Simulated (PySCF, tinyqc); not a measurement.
Inside a calculation. Method: CCD on RHF in the sto-3g basis, for H4, spin multiplicity 1. The lowest restricted solution is unstable here: a spin-polarised one lies 0.0550 hartree lower (PySCF). One step of it, computed by the program tinyqc.

Problem. Iteration 1: diagonalisation and new density. Diagonalise F' = X^T F X, C = X C', fill 2 alpha and 2 beta electrons from the bottom; D = 2 C_occ C_occ^T. Each column has its largest component positive (the first on a tie).

Fock matrix F (hartree):
```
           1H 1s      2H 1s      3H 1s      4H 1s
1H 1s  -0.152157  -0.322465  -0.157737  -0.029784
2H 1s  -0.322465  -0.337616  -0.501008  -0.157737
3H 1s  -0.157737  -0.501008  -0.337616  -0.322465
4H 1s  -0.029784  -0.157737  -0.322465  -0.152157
```

X:
```
               1          2          3         4
1H 1s  -0.475201   0.718536   0.627214  0.256034
2H 1s   1.198018  -0.409467   0.248788  0.449290
3H 1s  -1.198018  -0.409467  -0.248788  0.449290
4H 1s   0.475201   0.718536  -0.627214  0.256034
```

Give: F' = X^T F X; orbital energies; coefficients C; D after iteration 1.

Solution.

F' = X^T F X (hartree):
```
         1       2        3        4
1   0.7889  0.0000  -0.0383   0.0000
2   0.0000  0.0961   0.0000   0.0323
3  -0.0383  0.0000  -0.1789   0.0000
4   0.0000  0.0323   0.0000  -0.5834
```

orbital energies (hartree): MO1 -0.5849, MO2 -0.1804, MO3 0.0976, MO4 0.7904

coefficients C:
```
          MO1      MO2      MO3      MO4
1H 1s  0.2217   0.6080   0.7298  -0.4996
2H 1s  0.4682   0.2958  -0.3877   1.1873
3H 1s  0.4682  -0.2958  -0.3877  -1.1873
4H 1s  0.2217  -0.6080   0.7298   0.4996
```

D after iteration 1:
```
         1H 1s    2H 1s    3H 1s    4H 1s
1H 1s   0.8376   0.5674  -0.1521  -0.6409
2H 1s   0.5674   0.6134   0.2633  -0.1521
3H 1s  -0.1521   0.2633   0.6134   0.5674
4H 1s  -0.6409  -0.1521   0.5674   0.8376
```
